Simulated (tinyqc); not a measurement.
Bandgap voltage reference from two bipolar transistors: output against temperature.

Two transistors of area 1 and N carry the same current I. Is(T) = Is (T/T0)^eta exp[(Vg0 q/kB)(1/T0 - 1/T)], VBE1 = Vt ln(I/Is(T)) + I rb, VBE2 = Vt ln(I/(N Is(T))) + I rb/N. The amplifier forces I R1(T) = VBE1 - VBE2 + Vos, with R(T) = R (1 + tc (T - T0)) for both resistors, and the output is Vref = VBE1 + I R2(T). Base currents and the Early effect are neglected.

Vt = kB T/q; I = (Vt ln N + Vos)/(R1(T) - rb (1 - 1/N)).

Inputs (values chosen for the exercise); values of the order met in silicon bipolar transistors: reference temperature T0 = 298 K; band-gap voltage extrapolated to 0 K Vg0 = 1.148 V; temperature exponent of the saturation current eta = 4.3; saturation current of the unit transistor at T0 Is = 6e-17 A; area ratio of the second transistor N = 8; resistor across which the difference of VBE falls, at T0 R1 = 3.4 kohm; temperature coefficient of both resistors tc = 500 ppm/K; offset of the amplifier Vos = 0 mV; series resistance of the unit transistor rb = 12 ohm; output resistor at T0 R2 = 37.78 kohm.

Constants: q = 1.602176634e-19 C, kB = 1.380649e-23 J/K. Results are converted to the units shown.

Results:
```
T (K)  I (uA)  VBE1 (V)  I R2 (V)  Vref (V)  Vref - Vref(T0) (mV)  dVref/dT (uV/K)
218     12.01    0.8224    0.4355     1.258                -12.70            209.1
233     12.73    0.7955    0.4654     1.261                -9.720            188.8
253     13.68    0.7590    0.5054     1.264                -6.199            163.6
273     14.62    0.7222    0.5453     1.267                -3.163            140.2
298     15.75    0.6754    0.5952     1.271                     0            113.2
323     16.86    0.6280    0.6451     1.273                 2.512            88.12
373     19.00    0.5315    0.7449     1.276                 5.766            43.06
398     20.04    0.4824    0.7948     1.277                 6.585            22.61
423     21.04    0.4328    0.8447     1.278                 6.907            3.317
```

Estimate the missing row, T = 348 K.

Computed row:
```
T (K)  I (uA)  VBE1 (V)  I R2 (V)  Vref (V)  Vref - Vref(T0) (mV)  dVref/dT (uV/K)
348     17.95    0.5800    0.6950     1.275                 4.421            64.84
```

With this row back in the table: VBE1 falls by 1.90 mV/K on average and I R2 rises by 2.00 mV/K. The slope of Vref vanishes at T = 427 K. Between 233 and 398 K Vref spans 16.3 mV, or 77.7 ppm/K by the box method (span over the average over T, over 165 K).

Numbers from tinyqc (`OMP_NUM_THREADS=1 python tinyqc.py 2062202 2062203 out.jsonl`; about 0.03 s on one thread of a shared Intel Xeon 2.30GHz).
